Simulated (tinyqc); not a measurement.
Inside a calculation. Method: extended Hueckel theory, for BeH2. One step of it, computed by the program tinyqc.

Task: Mulliken analysis. P = C n C^T; charge = valence electrons (H 1, Be 2) minus the sum of (P S)_ii on the atom; overlap population = 2 sum P_ij S_ij between two atoms.

coefficients:
```
              MO1        MO2        MO3       MO4        MO5        MO6
1Be 2s   0.399961   0.010584   0.000000  0.000000   1.166443   0.143390
1Be 2px  0.000000   0.000000  -0.507895  0.861419   0.000000   0.000000
1Be 2py  0.009494  -0.275542   0.000000  0.000000  -0.110948   1.470754
1Be 2pz  0.000000   0.000000   0.861419  0.507895   0.000000   0.000000
2H 1s    0.516439  -0.528355   0.000000  0.000000  -0.652383  -1.006473
3H 1s    0.475721   0.582464   0.000000  0.000000  -0.760535   0.825380
```

occupations: 2.000000  2.000000  0.000000  0.000000  0.000000  0.000000

overlap S:
```
           1Be 2s   1Be 2px    1Be 2py   1Be 2pz     2H 1s      3H 1s
1Be 2s   1.000000  0.000000   0.000000  0.000000  0.436551   0.408430
1Be 2px  0.000000  1.000000   0.000000  0.000000  0.000000   0.000000
1Be 2py  0.000000  0.000000   1.000000  0.000000  0.531628  -0.510330
1Be 2pz  0.000000  0.000000   0.000000  1.000000  0.000000   0.000000
2H 1s    0.436551  0.000000   0.531628  0.000000  1.000000   0.021469
3H 1s    0.408430  0.000000  -0.510330  0.000000  0.021469   1.000000
```

Give: charges; Overlap populations.

Result:

charges: 1Be 0.8727, 2H -0.4245, 3H -0.4481

Overlap populations:

| pair | value |
|---|---|
| 2-1 | 0.670936 |
| 3-1 | 0.639317 |
| 3-2 | -0.005330 |
